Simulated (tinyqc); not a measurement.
Germanium share from the critical thickness.

Inverse problem. Critical thickness (Matthews-Blakeslee, 60-degree dislocations): h = bv (1 - nu/4)[ln(h/bv) + 1]/(4 pi e_par (1 + nu)), nu = c12/(c11 + c12). e_par = b1 x. Find e_par and x.

Inputs (values chosen for the exercise): lattice mismatch per unit x b1 = 0.0418; elastic constant c11 = 163 GPa; elastic constant c12 = 64.6 GPa; Burgers vector bv = 0.384 nm.

critical thickness = 31.847450 nm

Answer. For given h the relation is explicit in the strain.

e_par = 0.3762 %
x = 0.09000

Numbers from tinyqc (`OMP_NUM_THREADS=1 python tinyqc.py 2530131 2530132 out.jsonl`; about 0.01 s on one thread of a shared Intel Xeon 2.30GHz).
